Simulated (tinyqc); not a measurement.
Thresholds of impact ionisation and Auger recombination from band masses: sweeps and comparisons. A value that a table varies takes the place of the one given here.

Parabolic bands, no phonon. At threshold the three slow carriers share one velocity. With M their total mass and m4 the mass of the fast carrier, the fast carrier has the kinetic energy E_T = G M/(M - m4) and the slow ones together E_a = G m4/(M - m4), the activation energy of the Auger rate. CCCH (fast electron): G = Eg, M = 2 me + mh, m4 = me. CHHS (hole into the split-off band): G = Eg - Dso, M = 2 mh + me, m4 = ms; this form holds for Eg > Dso (below, the process needs about Dso - Eg and is marked by a dash). CHHL (hole into the light band): G = Eg, M = 2 mh + me, m4 = ml. CHHH (fast heavy hole): G = Eg, M = 2 mh + me, m4 = mh.

Non-parabolic fast electron: E (1 + alpha E) = c k^2/me with alpha = (1 - me)^2/Eg; the slow carriers stay parabolic, so E_T = Eg + me E_T (1 + alpha E_T)/M, M = 2 me + mh (the root between Eg and 1.9 Eg).

Constants: kB = 8.617333262e-05 eV/K; hc = 1239.841984 eV nm.

Parameters, chosen for this exercise (near those of CdTe, gap at low temperature and not tied to T; shifted at random, so the results belong to these values and not to a real crystal): Eg = 1.587 eV (gap at Gamma to the s-like level); Dso = 0.894 eV (spin-orbit splitting); me = 0.0939 m0 (electron mass at Gamma); mh = 0.65 m0 (heavy-hole mass); ms = 0.279 m0 (split-off mass); ml = 0.1148 m0 (light-hole mass); T = 400 K (temperature).

## The gap of an alloy series

Eg is varied with me and ml proportional to it; mh, ms and Dso are kept. E_a of three processes; wavelength hc/Eg.

Results:
```
Eg (eV)  wavelength (micrometre)      me  CCCH (meV)  CCCH non-parabolic (meV)  CHHS (meV)  CHHL (meV)  log10 exp(-E_a/kT), non-parabolic
0.476                       2.60  0.0282        19.8                      41.9           -        12.7                              -0.53
0.794                       1.56  0.0470        53.5                     117.6           -        35.4                              -1.48
1.190                       1.04  0.0704       116.3                     267.0        75.7        79.8                              -3.36
1.587                       0.78  0.0939       200.3                     479.1       173.4       142.4                              -6.04
1.984                       0.62  0.1174       303.5                     753.7       267.1       223.5                              -9.50
2.539                       0.49  0.1502       476.7                    1238.6       391.9       368.2                             -15.61
3.174                       0.39  0.1878       711.5                    1920.7       526.2       579.2                             -24.20
```

E_a of CCCH goes nearly as Eg^2 (power 1.89 over the table), as both G and me grow; the non-parabolic value goes with the power 2.02, and its Boltzmann factor spans 23.7 decades; rows with E_a far above kT are formal, since phonon-assisted processes and side valleys rule there. CHHS is resonant at Eg = Dso = 0.894 eV, with no activation, and is the easiest process near there; it has the lowest E_a of the parabolic values for Eg = 1.19 and 3.174 eV.

## The mass ratio

mu = me/mh is varied; thresholds in units of Eg for ionisation started by an electron, (1 + 2 mu)/(1 + mu), and by a heavy hole, (2 + mu)/(1 + mu).

Results:
```
mu     electron (Eg)  hole (Eg)  electron (eV)  hole (eV)
0.029         1.0282     1.9718          1.632      3.129
0.049         1.0467     1.9533          1.661      3.100
0.056         1.0530     1.9470          1.671      3.090
0.144         1.1259     1.8741          1.787      2.974
0.600         1.3750     1.6250          2.182      2.579
1.000         1.5000     1.5000          2.381      2.381
```

The two thresholds add up to 3 Eg in every row and are equal, 3/2 Eg, at mu = 1. The lighter carrier has the lower threshold; in the first row the two differ by 1.498 eV, which would favour one carrier in avalanche multiplication. Real ionisation rates depend on the whole band structure and can be nearly equal although the edge masses differ.

## What each parameter does

Activation energies. Each row changes one parameter from the base and keeps the others.

Results:
```
case             CCCH (meV)  CCCH non-parabolic (meV)  CHHL (meV)  CHHS (meV)
base                 200.32                    479.07      142.43      173.42
Eg = 1.7457 eV       220.35                    526.98      156.68      213.14
Dso = 0.9834 eV      200.32                    479.07      142.43      151.05
me = 0.1033 m0       217.63                    528.59      141.40      171.97
mh = 0.585 m0        219.50                    544.63      158.55      196.31
ms = 0.2511 m0       200.32                    479.07      142.43      152.27
ml = 0.1263 m0       200.32                    479.07      158.12      173.42
```

The largest shifts from the base row, up to three for each result and ties (the steps differ in size, so this ranks the rows, not the parameters). CCCH (meV): Eg +20.03, mh +19.18, me +17.30; unchanged at the printed digits by Dso, ms and ml. CCCH non-parabolic (meV): mh +65.56, me +49.52, Eg +47.91; unchanged at the printed digits by Dso, ms and ml. CHHL (meV): mh +16.11, ml +15.69, Eg +14.24; unchanged at the printed digits by Dso and ms. CHHS (meV): Eg +39.71, mh +22.89, Dso -22.37; unchanged at the printed digits by ml.

(tinyqc, `OMP_NUM_THREADS=1 python tinyqc.py 1851224 1851225 out.jsonl`, Intel(R) Xeon(R) Processor @ 2.30GHz, 1 thread, shared host, about 0.01 s.)
